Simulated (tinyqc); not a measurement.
Two regimes over temperature: microkinetic model of low-temperature epitaxy from hydride gases: adsorption, hydrogen desorption and rate control. Computed by tinyqc, a small Python program. Command: `OMP_NUM_THREADS=1 python tinyqc.py 3010015 3010016 out.jsonl hepi walk`. One thread of a shared host (Intel(R) Xeon(R) Processor @ 2.30GHz), about 0.01 s of CPU time with the checks.

Each hydride molecule needs two free sites and leaves four hydrogen atoms, of which two leave at once as H2; theta is the hydrogen coverage, the site density is 6.78 per nm^2 and one layer is 1.358 angstrom thick.

Inputs (values chosen for the exercise, close to those used for silane and germane on Si(001)):

| quantity | value | unit |
|---|---|---|
| silane pressure p_S | 0.011 | Pa |
| sticking prefactor of silane s0 | 0.066 | - |
| adsorption barrier E_s | 0.25 | eV |
| desorption prefactor nu_d | 4.4e+11 | 1/s |
| desorption energy on silicon E_d | 2.16 | eV |
| hydrogen carrier pressure p_H | 0 | Pa |
| sticking of hydrogen s_H | 5.1e-08 | - |
| germane pressure p_G | 0.00017 | Pa |
| sticking ratio of germane to silane r_G | 1.9 | - |
| lowering of E_d per unit germanium fraction, dE | 0.36 | eV |

Film: silicon-germanium. Order of hydrogen desorption: first.

Constants: k_B = 8.617333262e-05 eV/K; u = 1.6605390666e-27 kg; k_B = 1.380649e-23 J/K.

Method:
- Flux per site F = p/(sqrt(2 pi M k_B T) x 6.78e18 per m^2), M = 32.12 u (silane), 76.63 u (germane), 2.016 u (hydrogen); s = s0 exp(-E_s/(k_B T)); k_S = s F_S, k_G = r_G s F_G; germanium fraction x = k_G/(k_S + k_G); k = k_S + k_G; k_H = s_H F_H; k_d = nu_d exp(-(E_d - dE x)/(k_B T)).
- With k the hydride and k_H the hydrogen adsorption rate on free pairs and k_d the desorption rate, steady state: 2 (k + k_H)(1 - theta)^2 = k_d theta; growth rate R = k (1 - theta)^2 layers/s; 1 layer/s = 8.148 nm/min.
- Temperatures in kelvin are T(C) + 273.15.
- Limits: desorption-limited R = k_d k/(2 (k + k_H)), adsorption-limited R = k.

Growth:

| T (C) | theta | G (nm/min) | desorption limit (nm/min) | adsorption limit (nm/min) |
|---|---|---|---|---|
| 400 | 9.7515e-01 | 1.3220e-04 | 1.3556e-04 | 0.21405 |
| 450 | 9.2345e-01 | 1.6301e-03 | 1.7652e-03 | 0.27821 |
| 500 | 8.0490e-01 | 1.3275e-02 | 1.6493e-02 | 0.34877 |
| 550 | 5.9445e-01 | 6.9823e-02 | 1.1746e-01 | 0.42454 |
| 600 | 3.3444e-01 | 2.2343e-01 | 6.6808e-01 | 0.50438 |
| 650 | 1.3847e-01 | 4.3587e-01 | 3.1477e+00 | 0.58725 |
| 700 | 4.8155e-02 | 6.0901e-01 | 1.2647e+01 | 0.67220 |
| 750 | 1.6537e-02 | 7.3350e-01 | 4.4355e+01 | 0.75838 |
| 800 | 6.0329e-03 | 8.3492e-01 | 1.3839e+02 | 0.84509 |
| 850 | 2.3764e-03 | 9.2728e-01 | 3.9021e+02 | 0.93171 |

What does the comparison show, and why?

The apparent activation energy of G is 2.11 eV between the first rows and 0.22 eV between the last; full hydrogen cover gives a value near the desorption energy (plus E_s where k_H far exceeds k), a bare surface one near E_s less k_B T/2 from the flux. The coverage passes one half between 550 and 600 C, the knee of the Arrhenius plot.

Extremes, crossings and ranges named in words are read from the listed rows.
